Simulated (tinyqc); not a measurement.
Inside a calculation. Method: empirical pseudopotential in a few plane waves. One step of it, computed by the program tinyqc.

Problem. Levels at k. Diagonalise the Hermitian matrix.

H(k) at k (eV), lower triangle (Hermitian):
```
                     +0+0+0               -1-1-1               -1-1+1               -1+1-1
+0+0+0             2.189748
-1-1-1   2.164653-0.557999i             6.263697
-1-1+1  -2.164653-0.557999i   0.000000+0.884370i            12.189442
-1+1-1  -2.164653-0.557999i   0.000000+0.884370i             0.258508             9.041390
-1+1+1  -2.164653+0.557999i            -0.258508   0.000000+0.884370i   0.000000+0.884370i
+1-1-1  -2.164653-0.557999i   0.000000+0.884370i             0.258508             0.258508
+1-1+1  -2.164653+0.557999i            -0.258508   0.000000+0.884370i             0.000000
+1+1-1  -2.164653+0.557999i            -0.258508             0.000000   0.000000+0.884370i
+1+1+1   2.164653+0.557999i             0.000000            -0.258508            -0.258508
-2+0+0   0.000000-0.884370i  -2.164653+0.557999i  -2.164653-0.557999i  -2.164653-0.557999i
+0-2+0   0.000000-0.884370i  -2.164653+0.557999i  -2.164653-0.557999i   0.336724-0.173172i
+0+0-2   0.000000-0.884370i  -2.164653+0.557999i   0.336724-0.173172i  -2.164653-0.557999i
+0+0+2   0.000000+0.884370i  -0.336724-0.173172i   2.164653+0.557999i  -0.336724+0.173172i
+0+2+0   0.000000+0.884370i  -0.336724-0.173172i  -0.336724+0.173172i   2.164653+0.557999i
+2+0+0   0.000000+0.884370i  -0.336724-0.173172i  -0.336724+0.173172i  -0.336724+0.173172i

                     -1+1+1               +1-1-1               +1-1+1               +1+1-1
-1+1+1            14.967134
+1-1-1             0.000000            17.189288
+1-1+1             0.258508   0.000000+0.884370i            23.115033
+1+1-1             0.258508   0.000000+0.884370i             0.258508            19.966981
+1+1+1   0.000000+0.884370i            -0.258508   0.000000+0.884370i   0.000000+0.884370i
-2+0+0   2.164653-0.557999i   0.336724-0.173172i  -0.336724-0.173172i  -0.336724-0.173172i
+0-2+0  -0.336724-0.173172i  -2.164653-0.557999i   2.164653-0.557999i  -0.336724-0.173172i
+0+0-2  -0.336724-0.173172i  -2.164653-0.557999i  -0.336724-0.173172i   2.164653-0.557999i
+0+0+2  -2.164653+0.557999i  -0.336724+0.173172i  -2.164653+0.557999i   0.336724+0.173172i
+0+2+0  -2.164653+0.557999i  -0.336724+0.173172i   0.336724+0.173172i  -2.164653+0.557999i
+2+0+0   0.336724+0.173172i   2.164653+0.557999i  -2.164653+0.557999i  -2.164653+0.557999i

                     +1+1+1     -2+0+0     +0-2+0     +0+0-2
+1+1+1            25.892726
-2+0+0  -0.336724+0.173172i   9.782108
+0-2+0  -0.336724+0.173172i   0.258508  17.930006
+0+0-2  -0.336724+0.173172i   0.258508   0.258508  14.781955
+0+0+2  -2.164653-0.557999i  -0.258508  -0.258508   0.000000
+0+2+0  -2.164653-0.557999i  -0.258508   0.000000  -0.258508
+2+0+0  -2.164653-0.557999i   0.000000  -0.258508  -0.258508

           +0+0+2     +0+2+0     +2+0+0
+0+0+2  26.633444
+0+2+0   0.258508  23.485392
+2+0+0   0.258508   0.258508  31.633291
```

Give: eigenvalues.

Solution.

eigenvalues (eV): -1.8381  4.7918  7.8083  8.7896  12.8603  14.2603  15.4189  16.3364  19.2936  20.7671  22.0573  24.6903  26.8944  29.0674  33.8639
